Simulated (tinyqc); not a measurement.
Blur against noise: chemically amplified photoresist: aerial image, acid generation, bake, development and line width. Computed by tinyqc, a small Python program. Command: `OMP_NUM_THREADS=1 python tinyqc.py 3023881 3023882 out.jsonl resist walk`. One thread of a shared host (Intel(R) Xeon(R) Processor @ 2.30GHz), about 0.02 s of CPU time with the checks.

Lines and spaces of pitch p with a two-beam-like image; x = 0 is the middle of the bright space. The resist is positive and treated as uniform in depth.

Inputs (values chosen for the exercise, for a model resist at 248 nm): pitch p = 280 nm; image contrast c = 0.87; mean dose E = 11 mJ/cm^2; Dill parameter C = 0.02 cm^2/mJ; bake time t = 60 s; photon energy = 5 eV; absorption coefficient alpha = 0.6 1/um.

Method:
- Dose E(x) = E [1 + c cos(2 pi x/p)]; acid h = 1 - exp(-C E(x)).
- Bake: the acid image is blurred by a Gaussian of variance sigma^2 = 2 D t (each Fourier term k of h, taken on 64 points, is multiplied by exp(-4 pi^2 k^2 D t/p^2)).
- For each sigma the edge is held at x = p/4; N is taken at the mean dose; edge noise = (dh/d ln E)/(sqrt(N V) |dh/dx|), both derivatives taken of the blurred acid, V = (2 sqrt(pi) sigma)^3, N = E alpha/(photon energy), 1 mJ/cm^2 = 62.41509 eV/nm^2.

Trade-off:
```
sigma/p  sigma (nm)  blur factor  photons in V  edge noise (nm)
0.02            5.6      0.99214    6.4453e+02           2.0284
0.04           11.2      0.96891    5.1562e+03           0.7290
0.07           19.6      0.90781    2.7634e+04           0.3305
0.10           28.0      0.82087    8.0566e+04           0.2101
0.14           39.2      0.67917    2.2107e+05           0.1503
0.18           50.4      0.52753    4.6986e+05           0.1313
0.22           61.6      0.38467    8.5787e+05           0.1327
0.27           75.6      0.23717    1.5858e+06           0.1581
0.33           92.4      0.11653    2.8953e+06           0.2380
```

What does the comparison show, and why?

The noise is least near sigma/p = 0.18 among these rows. More diffusion averages over more photons (noise falls as sigma^(-3/2)) until it erases the image slope (factor exp(-2 pi^2 sigma^2/p^2)); for a pure cosine the two balance at sigma/p = sqrt(3/8)/pi = 0.195. Caution: for a film thinner than the blur the noise falls as 1/sigma only, and the optimum moves to sigma/p = 1/(2 pi) = 0.159.

Extremes, crossings and ranges named in words are read from the listed rows.
